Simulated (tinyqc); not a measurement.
From results back to parameters: metal-induced gap states at the contact of a metal chain and a two-band chain. Three cases, with inputs chosen for the exercise.

Problem. With gap states the barrier for electrons is phi = S (W - chi - p) + p, W being the work function of the metal, S the pinning factor and p the depth of the neutrality level below the conduction edge. The barriers for two metals come from hidden S and p, those of the chain and not of a measured contact.

Find: S, p (eV).

Method. The slope of the barrier against W is S; then p = (phi1 - S (W1 - chi))/(1 - S).

Case 1.

Values chosen (out of a larger set: gap and optical dielectric constant near those of SiO2; the chain itself is a model; not measured data): W1 = 4.08 eV (work function of metal 1); W2 = 5.62 eV (of metal 2); chi = 0.89 eV (electron affinity).

barriers (eV): metal 1 3.23899, metal 2 4.66965

Solution.

S, p (eV): 0.929  3.880

Case 2.

Values chosen (out of a larger set: gap and optical dielectric constant near those of SiO2; the chain itself is a model; not measured data): W1 = 4.13 eV (work function of metal 1); W2 = 5.66 eV (of metal 2); chi = 0.91 eV (electron affinity).

barriers (eV): metal 1 3.29208, metal 2 4.71804

Solution.

S, p (eV): 0.932  4.280

Case 3.

Values chosen (out of a larger set: gap and optical dielectric constant near those of GaAs; the chain itself is a model; not measured data): W1 = 4.2 eV (work function of metal 1); W2 = 5.46 eV (of metal 2); chi = 4.12 eV (electron affinity).

barriers (eV): metal 1 0.64392, metal 2 0.96900

Solution.

S, p (eV): 0.258  0.840

Computed by tinyqc, one run a case: `OMP_NUM_THREADS=1 python tinyqc.py N N+1 out.jsonl` with N = 1480501, 1480509, 1480583; one thread of a shared Intel(R) Xeon(R) Processor @ 2.30GHz, about 0.01 s a run at most.
